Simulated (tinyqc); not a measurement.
Conductivity against oxygen pressure: defect equilibria of an oxide against oxygen pressure (mass action). Computed by tinyqc, a small Python program. Command: `OMP_NUM_THREADS=1 python tinyqc.py 3002776 3002777 out.jsonl brouwer walk`. One thread of a shared host (Intel(R) Xeon(R) Processor @ 2.30GHz), about 0.01 s of CPU time with the checks.

Defects: oxygen vacancies V (charge +2), electrons n, holes p, the ionic partner X = V_M'' (charge -2), and the dopant. Activities are taken equal to concentrations.

Inputs (values chosen for the exercise, for a model oxide):
```
quantity,value,unit
reduction enthalpy H_r,4.75,eV
prefactor K_r0,1.9e+69,cm^-9 atm^(1/2)
gap E_g,3.95,eV
prefactor N_c N_v,3e+40,cm^-6
disorder enthalpy H_s,2.24,eV
prefactor K_s0,1.3e+44,cm^-6
dopant density N_d,6e+18,cm^-3
temperature T,1200,K
electron mobility mu_n,0.21,cm^2/(V s)
hole mobility mu_p,0.012,cm^2/(V s)
vacancy diffusion prefactor D_0,0.01,cm^2/s
vacancy migration energy E_m,0.82,eV
```

Ionic disorder: Schottky, oxide MO. Dopant (singly charged, fully ionised): acceptor.

Constants: k_B = 8.617333262e-05 eV/K; e = 1.602176634e-19 C.

Method:
- K_r = K_r0 exp(-H_r/k_B T) = [V] n^2 P^(1/2); K_i = N_c N_v exp(-E_g/k_B T) = n p; K_s = K_s0 exp(-H_s/k_B T) = [X] [V].
- Neutrality: 2 [V] + p = n + 2 [X] + N_d. With n as the unknown, [V] = K_r/(n^2 P^(1/2)), p = K_i/n, [X] = K_s/[V]; the log ratio is ln(positive/negative).
- The root is found by 60 bisections in ln n between n = 1e-10 and 1e25 cm^-3.
- sigma_n = e n mu_n, sigma_p = e p mu_p, sigma_ion = 2 e [V] mu_V with mu_V = 2 e D/(k_B T) and D = D_0 exp(-E_m/k_B T); only the oxygen vacancies carry ionic current, and the ionic transport number is sigma_ion over the total.

K_r = 2.13615e+49 cm^-9 atm^(1/2)

K_i = 7.72416e+23 cm^-6

K_s = 5.08578e+34 cm^-6

Log10 of the conductivities in S/cm:
```
log10 P (atm),n-type,p-type,ionic,total,ionic transport number
-28,1.7366,-18.038,-1.7414,1.7368,0.00033
-24,1.0680,-17.369,-2.4042,1.0682,0.00034
-20,0.3924,-16.694,-3.0530,0.3926,0.00036
-16,-0.3132,-15.988,-3.6418,-0.3130,0.00047
-12,-1.1171,-15.184,-4.0339,-1.1166,0.00121
-8,-2.0572,-14.244,-4.1538,-2.0537,0.00794
-4,-3.0490,-13.252,-4.1702,-3.0173,0.07033
0,-4.0481,-12.253,-4.1719,-3.8046,0.42924
```

What follows from these numbers?

The ionic transport number stays at or below about 0.43: no electrolytic window. The total has no minimum inside this range.

Extremes, crossings and ranges named in words are read from the listed rows.
